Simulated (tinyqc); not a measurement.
Worked calculation: lattice vibrations of a chain. One step of it, computed by the program tinyqc.

Task: Dynamical matrix at q = 0.14. q is in units of 2 pi/a. A spring k from atom i to atom j, n cells on, adds k to Phi_ii and Phi_jj, -k exp(2 pi i q n) to Phi_ij and the conjugate to Phi_ji (for one atom a cell: 2k (1 - cos 2 pi q n)); D_ij = Phi_ij / sqrt(m_i m_j).

A chain moving along its axis:
```
atom    mass (u)  spring to the next atom (eV/angstrom^2)
1      50.100000                                 5.100000
2     101.000000                                 8.300000
3      39.900000                                25.800000
4      88.000000                                27.100000
```

Give: D(q).

Result:

D(q) (eV/(angstrom^2 u)):
```
               1       2       3              4
1          0.643  -0.072   0.000  -0.260+0.314i
2         -0.072   0.133  -0.131          0.000
3          0.000  -0.131   0.855         -0.435
4  -0.260-0.314i   0.000  -0.435          0.601
```
